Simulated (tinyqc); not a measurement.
Implant damage, amorphisation by cascade overlap, and solid-phase epitaxial regrowth: one step, computed by the program tinyqc.

Range and width of the damage are inputs. Dynamic annealing enters only through the surviving share f.

Problem. Damage left below the interface. Displaced atoms per area beyond the lower edge z2: f nu Q (1/2) erfc((z2 - R_d)/(sqrt2 s_d)); they are not removed by regrowth.

Inputs (values chosen for the exercise, modelled on phosphorus ions in silicon): depth of the damage peak R_d = 11 nm; width of the damage profile s_d = 5.2 nm; share of defects that survive f = 0.55; dose Q = 2.9e+14 1/cm^2.

lower edge = 20.66366 nm

displacements per ion nu = 275.1454

Give: share of the damage beyond z2; displaced atoms beyond z2.

Solution.

share of the damage beyond z2 = 0.03156

displaced atoms beyond z2 = 1.385e+15 1/cm^2
